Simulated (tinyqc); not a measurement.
Worked calculation: Raman shift of the zone-centre optical phonon of a diamond-structure crystal under stress. Computed by tinyqc, a small Python program that keeps every step. Command: `OMP_NUM_THREADS=1 python tinyqc.py 3000955 3000956 out.jsonl ramanstress walk`. One thread of a shared host (Intel(R) Xeon(R) Processor @ 2.30GHz), about 0.01 s of CPU time with the checks. Intermediate numbers are printed to about 6 digits and carried at full precision; extremes and crossings named in words are read from the listed rows.

Axes x, y, z are the cube axes. Strain shifts the threefold optical mode and can split it; p, q and r are the phonon deformation potentials.

Inputs (values chosen for the exercise, modelled on diamond): unstrained frequency omega_0 = 1333 1/cm; p/omega_0^2 = -2.92; q/omega_0^2 = -1.71; r/omega_0^2 = -1.89; C11 = 1071 GPa; C12 = 124 GPa; C44 = 575.7 GPa; stress sigma (tension positive) = -2.6 GPa; polarisation angle phi = 45 degree; temperature coefficient d omega/dT = -0.011 1/(cm K); local temperature T = 310 K; laser wavelength = 364 nm.

Stress state: biaxial. Axis: [111].

Constants: h = 6.62607015e-34 J s; c = 299792458 m/s; k_B = 1.380649e-23 J/K.

## Compliances

S11 = (C11 + C12)/D, S12 = -C12/D, D = (C11 - C12)(C11 + 2 C12), S44 = 1/C44.

S11 = 0.956694 1/TPa

S12 = -0.0992720 1/TPa

S44 = 1.73702 1/TPa

## Stress and strain tensors

Equal biaxial stress in the plane normal to the axis (unit vector n): sigma_ij = sigma (delta_ij - n_i n_j). eps_xx = S11 sigma_xx + S12 (sigma_yy + sigma_zz), and cyclic; eps_xy = S44 sigma_xy/2 (tensor strain).

stress (GPa), rows x, y, z:
```
[[-1.73333, 0.86667, 0.86667],
 [0.86667, -1.73333, 0.86667],
 [0.86667, 0.86667, -1.73333]]
```

strain (per mille), rows x, y, z:
```
[[-1.31413, 0.75271, 0.75271],
 [0.75271, -1.31413, 0.75271],
 [0.75271, 0.75271, -1.31413]]
```

volume strain = -3.94238 per mille

## Secular matrix and shifts

Secular matrix: M_xx = p eps_xx + q (eps_yy + eps_zz), M_xy = 2 r eps_xy; its eigenvalues are omega^2 - omega_0^2, and the shifts are these over 2 omega_0.

M/(2 omega_0) (1/cm), rows x, y, z:
```
[[5.55299, -1.89635, -1.89635],
 [-1.89635, 5.55299, -1.89635],
 [-1.89635, -1.89635, 5.55299]]
```

shifts, in rising order (1/cm): [1.76029, 7.44933, 7.44933]

The triplet splits into a singlet and a doublet. Compression hardens every mode.

## Mean shift and Grueneisen parameter

gamma = -(p + 2q)/(6 omega_0^2); the mean of the three shifts is -gamma omega_0 x (volume strain).

mode Grueneisen parameter gamma = 1.05667

mean shift = 5.55299 1/cm

## The line seen from a (001) surface

Backscattering from a (001) surface: incident polarisation (cos phi, sin phi, 0). With Raman tensors (R_z)_xy = (R_z)_yx = 1 and cyclic, only the z component u_z of a mode counts: I = u_z^2 sin^2(2 phi) for parallel and u_z^2 cos^2(2 phi) for crossed polarisers. An unresolved line sits at the intensity-weighted shift, which is M_zz/(2 omega_0).

total intensity, parallel = 1

total intensity, crossed = 0

shift of the observed line = 5.55299 1/cm

shift per stress = -2.13576 1/(cm GPa)

stress per shift = -468.216 MPa cm

Shear mixes z with x and y, so the line is a blend of modes with different shifts. Caution: the modes that take part are split by more than a line width, so two lines are seen and not one at the mean. Caution: this stress has components normal to the (001) face, so it cannot reach a free (001) surface; it can act on buried material.

## The same stress in different states

Uniaxial: sigma n n^T; biaxial: sigma (1 - n n^T); hydrostatic: sigma 1. The line seen from (001) is taken as unresolved, at the intensity-weighted shift M_zz/(2 omega_0).

Shifts (1/cm):
```
state                   lowest   middle  highest  line seen from (001)
uniaxial [100]         2.03844  2.03844  4.25260               2.03844
uniaxial [110]         0.30100  2.03844  5.99004               2.03844
uniaxial [001]         2.03844  2.03844  4.25260               4.25260
uniaxial [111]         0.88015  0.88015  6.56919               2.77649
biaxial, normal [001]  4.07688  6.29104  6.29104               4.07688
biaxial, normal [111]  1.76029  7.44933  7.44933               5.55299
hydrostatic            8.32948  8.32948  8.32948               8.32948
```

Seen from (001), uniaxial stress along [100] and along [110] give the same shift (2.038), and equal biaxial stress in the plane gives twice as much (4.077), since only sigma_xx + sigma_yy and sigma_zz enter M_zz. Stress along [001] gives 4.253. One measured shift therefore fixes the stress only once its state is assumed: read as uniaxial in the plane, a shift implies twice the stress that it does read as biaxial. In the two [111] rows the modes seen are split by 5.7 per cm, more than a line width, so two lines appear there in place of one.

## Heating mistaken for stress

A temperature above 300 K shifts the line by (d omega/dT)(T - 300 K); divided by the shift per stress it poses as a stress; the total shift adds it to the shift of the observed line. The anti-Stokes to Stokes ratio is [(omega_L + omega_0)/(omega_L - omega_0)]^3 exp(-h c omega_0/(k_B T)) in photon counts, omega_L = 1/wavelength, resonance effects left out.

thermal shift = -0.11 1/cm

apparent stress from heating = 0.0515038 GPa

total shift = 5.44299 1/cm

anti-Stokes/Stokes ratio = 0.00275212

Heating poses as tension, 2 % of the true stress in size; the intensity ratio gives T apart from the shift.

Checks made by the program: mean of the eigenvalues against the trace rule (relative difference below 1e-10); weighted mean of the modes against M_zz (relative difference below 1e-10).
